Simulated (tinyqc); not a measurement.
Finite-size error of a charged defect in a periodic cell: Madelung and Makov-Payne terms: one step, computed by the program tinyqc. Command: `OMP_NUM_THREADS=1 python tinyqc.py 3026607 3026608 out.jsonl imagecharge walk`. One thread of a shared host (Intel(R) Xeon(R) Processor @ 2.30GHz), about 0.04 s of CPU time with the checks.

L is the cube root of the cell volume. The defect charge is a Gaussian, rho(r) = q (2 pi sigma^2)^(-3/2) exp(-r^2/2 sigma^2), repeated periodically in a uniform neutralising background and screened by a continuum. The model cell energy is E(L) = E_0 + [periodic - isolated electrostatic energy].

Task: Madelung energy. Ewald sum for a unit point charge: scale each Cartesian component of the cell by 1/sqrt(eps_i), giving R', G' and V'; E = [ (1/2) sum erfc(eta R')/R' + (2 pi/V') sum exp(-G'^2/4 eta^2)/G'^2 - eta/sqrt(pi) - pi/(2 V' eta^2) ] e^2/(4 pi eps_0) / sqrt(eps_x eps_y eps_z), over n_i = -6..6, omitting n = (0,0,0), eta = 2/V'^(1/3). alpha = -2 E eps_g L/(e^2/(4 pi eps_0)), eps_g = (eps_x eps_y eps_z)^(1/3).

Inputs (values chosen for the exercise, for a model host): charge q = 1 e; cell length L = 17.6 angstrom; dielectric constant eps = 16.5.

Supercell lattice: bcc. Screening: isotropic.

cell vectors (rows) (angstrom):
```
           1          2          3
1  -11.08731   11.08731   11.08731
2   11.08731  -11.08731   11.08731
3   11.08731   11.08731  -11.08731
```

Constants: e^2/(4 pi eps_0) = 14.39964548 eV angstrom.

Give: terms for a unit charge; Madelung constant alpha; point-charge correction -q^2 E.

Result:

terms for a unit charge (eV): real space 0.000412, reciprocal 0.003399, self -0.055951, background -0.019472

Madelung constant alpha = 2.8885

point-charge correction -q^2 E = 0.071613 eV
